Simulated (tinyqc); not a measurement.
Pariser-Parr-Pople SCF with singles CI, for the molecule [CH2+]c1ccncc1 (SMILES; centres numbered as the heavy atoms are written), step by step. One step of it, computed by the program tinyqc.

Task: Iteration 3: orbitals and new P. Diagonalise F (the basis is taken as orthonormal) and form P = 2 sum c c over the lowest orbitals.

F (eV), lower triangle:
```
            1C          2C         3C         4C          5N         6C         7C
1C  -10.126435
2C   -4.361033  -10.650108
3C   -0.592282   -3.819142  -9.859665
4C    0.095839   -0.053393  -4.326529  -9.266924
5N    0.360179    0.353540  -0.326935  -4.403385  -11.528811
6C    0.095839   -0.053393   0.555462   0.069879   -4.403385  -9.266924
7C   -0.592282   -3.819142   0.462230   0.555462   -0.326935  -4.326529  -9.859665
```

pi electrons, sum of z_r less the charge = 6

Give: orbital energies; P after iteration 3.

Result:

orbital energies (eV): -18.6830  -16.4156  -14.7361  -8.9910  -4.9226  -4.8182  -1.9919

P after iteration 3, lower triangle:
```
         1C       2C       3C       4C      5N      6C      7C
1C   0.5020
2C   0.6950   0.9957
3C   0.3070   0.4881   0.8570
4C  -0.0643   0.0277   0.6784   0.8655
5N  -0.2687  -0.1973   0.1655   0.6445  1.0574
6C  -0.0643   0.0277  -0.3165  -0.0341  0.6445  0.8655
7C   0.3070   0.4881  -0.2434  -0.3165  0.1655  0.6784  0.8570
```
